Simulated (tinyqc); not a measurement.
Segment and feed resistance from two drops.

Inverse problem. A rail is fed at one end through Rq; K loads of Ij follow, each after a segment Rs. The drop at load j is K Ij Rq + Rs Ij sum_(l=1..j) (K - l + 1). Find Rs, Rq and the worst drop, at the middle, if the rail were fed through Rq at both ends: K Ij Rq/2 + Rs Ij K^2/8 with the load taken as continuous.

Parameters, values chosen for the exercise: number of equal loads K = 19; current of each load Ij = 0.53 mA.

drops at the first and at the last load (mV): [10.472800, 88.414600]

Solution. The difference of the two drops is Rs Ij K (K - 1)/2, which gives Rs; the first drop then gives Rq.

Rs = 0.8600 ohm
Rq = 0.1800 ohm
drop at the middle with two feeds = 21.47 mV

Numbers from tinyqc (`OMP_NUM_THREADS=1 python tinyqc.py 2770228 2770229 out.jsonl`; about 0.08 s on one thread of a shared Intel Xeon 2.30GHz).
